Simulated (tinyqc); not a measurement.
Geometry relaxation of a small cluster: one step, computed by the program tinyqc.

E = sum_(i<j) phi(r_ij), phi(r) = eps [exp(-2 alpha (r - r0)) - 2 exp(-alpha (r - r0))]; the force on i is -sum_j phi'(r_ij) (R_i - R_j)/r_ij.

Question. The first two steps. Steepest descent: R(new) = R + eta F. No atom moves more than 0.3 angstrom a step (the whole step is scaled). Stop when the largest force component is below 1e-5 eV/angstrom.

Inputs (values chosen for the exercise, for model atoms):
```
quantity         value           unit
length r0         2.72       angstrom
well depth eps    0.39             eV
stiffness alpha   1.64     1/angstrom
step factor eta    0.1  angstrom^2/eV
```

Potential: Morse. Method: steepest descent.

starting positions (angstrom):
```
           x      y      z
atom 1  0.07  -0.09   0.07
atom 2  2.74    0.1  -0.29
atom 3  1.33   2.53   -0.3
```

Give: positions after step 1; energy after step 1; positions after step 2; energy after step 2.

Answer.

positions after step 1 (angstrom):
```
            x       y       z
atom 1  0.077  -0.067   0.067
atom 2  2.737   0.113  -0.291
atom 3  1.326   2.493  -0.297
```

energy after step 1 = -1.148 eV

positions after step 2 (angstrom):
```
            x       y       z
atom 1  0.080  -0.048   0.065
atom 2  2.739   0.121  -0.292
atom 3  1.321   2.466  -0.294
```

energy after step 2 = -1.158 eV
